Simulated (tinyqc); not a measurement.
Fully depleted semiconductor-on-insulator film with two gates, non-linear Poisson equation by Newton steps: one step of the calculation.

One dimension across the film, front interface at x = 0, back interface at x = ts. psi is counted from the intrinsic level, n = ni exp(psi/Vt) (source grounded), holes neglected, acceptors ionised. Gates act through Cox = eps0 eox/tox and Cbox = 3.9 eps0/tb with potentials G1 = Vg - (phiM - chi - Vt ln(Nc/ni)) and G2 = Vb - (phiB - chi - Vt ln(Nc/ni)). Classical Boltzmann densities, no interface charge, no depletion in the back plane.

Question. Capacitances and gate potentials. ni = sqrt(Nc Nv) exp(-Eg/(2 Vt)), Eg in volts; Cox, Cbox, G1, G2 as defined; Cs = eps0 eps_r/ts; a = eps0 eps_r/h with h = ts/8; coupling ratio of a depleted film Cs Cbox/(Cox (Cs + Cbox)).

Inputs (values chosen for the exercise); band and dielectric values close to those of germanium: temperature T = 300 K; band gap Eg = 0.659 eV; relative permittivity eps_r = 15.9; conduction-band density of states at T Nc = 1.04e19 cm^-3; valence-band density of states at T Nv = 5.88e18 cm^-3; electron affinity chi = 3.96 eV; relative permittivity of the gate insulator (close to silicon dioxide) eox = 3.9; insulator thickness tox = 3.9 nm; film thickness ts = 27 nm; buried-oxide thickness (eps_r 3.9) tb = 76 nm; work function of the front gate phiM = 4.19 eV; work function of the back plane phiB = 4.01 eV; back-gate voltage Vb = 0 V; front-gate voltage Vg = 0.19 V.

Constants: q = 1.602176634e-19 C, kB = 1.380649e-23 J/K, Vt = kB T/q, eps0 = 8.8541878128e-14 F/cm where lengths are in cm. Results are converted to the units shown.

Wanted: ni; Cox; Cbox; Cs; a; G1; G2; coupling ratio.

Answer.

ni = 2.280e13 cm^-3
Cox = 0.8854 uF/cm^2
Cbox = 0.04544 uF/cm^2
Cs = 0.5214 uF/cm^2
a = 4.171 uF/cm^2
G1 = 0.2969 V
G2 = 0.2869 V
coupling ratio = 0.04720

Computed by the program tinyqc: `OMP_NUM_THREADS=1 python tinyqc.py 2190082 2190083 out.jsonl`, one thread of a shared Intel Xeon 2.30GHz, about 0.3 s for the whole run.
